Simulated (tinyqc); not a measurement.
# Modulation-doped quantum well, Poisson-Schroedinger loop with local exchange and correlation: two studies

A well of width L centred at z = 0 between barriers Vb; effective-mass electrons, parabolic bands. The electrons come from donor sheets outside the mesh, a share fL of Ns on the left and the rest on the right, so the structure is neutral. Energies are counted from the band edge of the well, with U = 0 on the first node in the Hartree part.

Inputs (values chosen for the exercise); material values close to those of In0.53Ga0.47As in InAlAs:

| symbol | value | unit | meaning |
|---|---|---|---|
| T | 400 | K | temperature |
| mw | 0.0408 | m0 | mass along z in the well |
| mb | 0.0749 | m0 | mass along z in the barriers |
| md | 0.04 | m0 | in-plane mass |
| Vb | 0.494 | eV | barrier height |
| eps_r | 14.1 |  | relative permittivity (all layers) |
| L | 12 | nm | well width |
| Ns | 8.5e11 | cm^-2 | sheet density of electrons |
| fL | 0.5 |  | share of the donors on the left side |
| Fz | -6 | kV/cm | applied field along z |

Constants: q = 1.602176634e-19 C, kB = 1.380649e-23 J/K, hbar = 1.054571817e-34 J s, m0 = 9.1093837015e-31 kg, Vt = kB T/q, eps0 = 8.8541878128e-14 F/cm where lengths are in cm, hbar^2/(2 m0) = 0.0380998212 eV nm^2. Results are converted to the units shown.

Each table varies one quantity; the others keep the values above.

## Effect of the share of the donors on the left side

Schroedinger equation -C d/dz (1/m) dpsi/dz + (V0 + U) psi = E psi, C = hbar^2/(2 m0), on a fine mesh (400 intervals across the well) with hard walls 4.2 nm outside the well edges (to within half a fine step); the lowest 3 levels are kept. V0 = 0 in the well and Vb outside, plus q Fz z (1 kV/cm = 1e-4 eV/nm). N_k = D Vt ln(1 + exp((EF - E_k)/Vt)), D = md m0 q/(pi hbar^2), sum N_k = Ns; n = sum N_k |psi_k|^2. dU/dz = q (fL Ns - integral of n from the left)/(eps0 eps_r). Added to it: V_xc = -(2 Ry/(pi al rs)) [1 + 0.7734 (rs/21) ln(1 + 21/rs)] (Hedin-Lundqvist), al = (4/(9 pi))^(1/3), rs = (3/(4 pi n))^(1/3)/aB, aB = 4 pi eps0 eps_r hbar^2/(md m0 q^2), Ry = q/(8 pi eps0 eps_r aB) in eV. The loop is converged to 1e-9 eV; shares under 0.001 % are printed as 0.

Results:
```
fL   E2 - E1 (meV)  EF - E1 (meV)  share of E2 (%)  centroid (nm)  charge in the barriers (%)  range of U in the well (meV)
0              112           37.0             7.25          0.717                        2.48                          59.3
0.2            111           36.8             7.56          0.462                        2.39                          36.3
0.6            109           36.7             7.77        -0.0588                        2.32                          21.6
0.8            110           36.8             7.67         -0.319                        2.35                          37.4
1              111           36.9             7.43         -0.577                        2.43                          60.5
```

Estimate the missing row, fL = 0.4.

Computed row:
```
fL   E2 - E1 (meV)  EF - E1 (meV)  share of E2 (%)  centroid (nm)  charge in the barriers (%)  range of U in the well (meV)
0.4            110           36.7             7.73          0.202                        2.33                          20.9
```

With this row back in the table: As fL goes from 0 to 1, E2 - E1 goes from 112 through a minimum of 109 (at fL = 0.6 among the rows listed) to 111 meV, EF - E1 goes from 37.0 through a minimum of 36.7 (at fL = 0.6 among the rows listed) to 36.9 meV and the share of E2 goes from 7.25 through a maximum of 7.77 (at fL = 0.6 among the rows listed) to 7.43 %. EF stays below E2 throughout. The centroid falls from 0.717 to -0.577 nm. The spacing is smallest near the row where the centroid is closest to the middle: tilting the well confines the electrons more tightly.

## Effect of the well width

Same model as above.

Result of one run:
columns A: L (nm); B: E2 - E1 (meV); C: EF - E1 (meV); D: share of E2 (%); E: centroid (nm); F: charge in the barriers (%); G: range of U in the well (meV)
```
A      B     C     D      E     F     G
19  48.0  21.8  26.0  0.212  1.35  26.7
```

What becomes of these results when the well width L is changed from 19 to 7.6 nm, all else the same?

Result of the changed run:
columns A: L (nm); B: E2 - E1 (meV); C: EF - E1 (meV); D: share of E2 (%); E: centroid (nm); F: charge in the barriers (%); G: range of U in the well (meV)
```
A      B     C      D       E     F     G
7.6  217  41.6  0.417  0.0218  4.86  7.47
```

The whole series:
columns A: L (nm); B: E2 - E1 (meV); C: EF - E1 (meV); D: share of E2 (%); E: centroid (nm); F: charge in the barriers (%); G: range of U in the well (meV)
```
A       B     C       D       E     F     G
6     292  41.9  0.0484  0.0122  7.51  4.92
7.6   217  41.6   0.417  0.0218  4.86  7.47
9.6   155  40.4    2.37  0.0404  3.22  10.9
12    109  36.7    7.77  0.0719  2.32  15.2
15   74.7  30.3    16.5   0.123  1.77  20.3
19   48.0  21.8    26.0   0.212  1.35  26.7
24   29.4  12.7    32.5   0.353  1.06  34.1
```

As L goes from 6 to 24, E2 - E1 falls from 292 to 29.4 meV, EF - E1 falls from 41.9 to 12.7 meV and the share of E2 rises from 0.0484 to 32.5 %. EF stays below E2 throughout. The spacing goes as L^(-1.65) over the table; an empty well with infinite walls would give -2. For L = 6, 7.6, 9.6 E2 or EF lies over 150 meV above E1, where non-parabolicity matters for so light a mass.

tinyqc, about 0.2 s, one thread, Intel Xeon 2.30GHz (shared host): `OMP_NUM_THREADS=1 python tinyqc.py 2140122 2140123 out.jsonl`
